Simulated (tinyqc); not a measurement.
What each parameter does: delta-doped layer in the Thomas-Fermi potential.

All donors ionised in the plane z = 0, zero temperature, energies from the Fermi level EF of the Thomas-Fermi model, which lies at the bulk band edge; c = hbar^2/2m0, q = e^2/(4 pi eps0). gv = 1 equivalent valley, m_d = sqrt(m3^3/mz) in the plane. With n = (gv/3 pi^2)(m3 (-V)/c)^(3/2) and V'' = -(4 pi q/eps) n for z > 0, the solution is V = -b/(|z| + z0)^4 with sqrt(b) = 20/K, K = (4 pi q/eps)(gv/3 pi^2)(m3/c)^(3/2), and z0^5 = 4b/(e F0), e F0 = 2 pi q N/eps; 1e13/cm^2 = 1e-3/angstrom^2. Exchange and correlation are left out.

Subbands solve -(c/m_z) psi'' + V psi = E psi on 1280 points of spacing z0/80; up to ten levels for each group, kept if bound with an rms width below 2.5 z0.

Constants: hbar^2/2m0 = 3.80998211 eV angstrom^2; e^2/(4 pi eps0) = 14.39964547 eV angstrom.

Inputs chosen for the exercise (near those of a delta-doped layer in GaAs; the results hold for these values, not for the real material):

| symbol | value | unit | meaning |
|---|---|---|---|
| m3 | 0.07 | m0 | density-of-states mass of a valley |
| mz | 0.07 | m0 | mass along z |
| eps | 13.1 |  | dielectric constant |
| N | 0.13 | x 1e13/cm^2 | donor sheet density |

z0, depth, lowest level and its rms width.

Results for these values:

| case | z0 (angstrom) | depth (eV) | lowest (eV) | rms z (angstrom) |
|---|---|---|---|---|
| base | 265.54 | 0.0596 | -0.0322 | 46.86 |

What happens to each result for eps = 11.8, all else kept?

Answer: z0 falls from 265.54 to 249.40; depth rises from 0.0596 to 0.0621; lowest falls from -0.0322 to -0.0330; rms z falls from 46.86 to 45.70.

The same for each parameter in turn:

| case | z0 (angstrom) | depth (eV) | lowest (eV) | rms z (angstrom) |
|---|---|---|---|---|
| base | 265.54 | 0.0596 | -0.0322 | 46.86 |
| N = 0.078 x 1e13/cm^2 | 294.10 | 0.0396 | -0.0205 | 56.95 |
| eps = 11.8 | 249.40 | 0.0621 | -0.0330 | 45.70 |
| m3 = 0.081 m0 | 243.28 | 0.0546 | -0.0278 | 48.39 |
| mz = 0.06 m0 | 265.54 | 0.0596 | -0.0311 | 50.25 |

Program tinyqc; command `OMP_NUM_THREADS=1 python tinyqc.py 1281113 1281114 out.jsonl`; about 0.1 s on one thread of a shared Intel(R) Xeon(R) Processor @ 2.30GHz.
